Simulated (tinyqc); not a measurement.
Grain growth, pinning, strength and diffusional creep of a polycrystal or thin film: one step, computed by the program tinyqc. Command: `OMP_NUM_THREADS=1 python tinyqc.py 3016014 3016015 out.jsonl grain walk`. One thread of a shared host (Intel(R) Xeon(R) Processor @ 2.30GHz), about 0.01 s of CPU time with the checks.

One mean grain size d describes the structure.

Question. Diffusional creep at T_c. Nabarro-Herring rate = 14 sigma Omega D_l/(k_B T d^2), D_l = D0 exp(-Q_l/(k_B T)); Coble rate = 14 pi sigma Omega delta D_b/(k_B T d^3), delta D_b = delta D0b exp(-Q_b/(k_B T)); they are equal at d_x = pi delta D_b/D_l.

Inputs (values chosen for the exercise, modelled on tungsten):

| quantity | value | unit |
|---|---|---|
| atomic volume Omega | 15.85 | angstrom^3 |
| anneal temperature T | 1595 | K |
| lattice diffusion energy Q_l | 5.51 | eV |
| boundary diffusion energy Q_b | 3.72 | eV |
| lattice prefactor D0 | 2.4e-05 | m^2/s |
| boundary prefactor delta D0b | 1.9e-15 | m^3/s |
| applied stress sigma | 150 | MPa |
| service temperature T_c | 1073 | K |

grain size d = 69.20768 nm

Constants: k_B = 1.380649e-23 J/K; k_B = 8.617333262e-05 eV/K.

Give: Nabarro-Herring rate; Coble rate; crossover size d_x; time to 1 % strain.

Answer.

Nabarro-Herring rate = 1.484e-16 1/s

Coble rate = 1.363e-10 1/s

crossover size d_x = 63555 micrometre

time to 1 % strain = 7.336e+07 s

Boundary diffusion carries the creep, by a factor 920000. Caution: sigma Omega is not small against k_B T, as the linear creep laws assume.
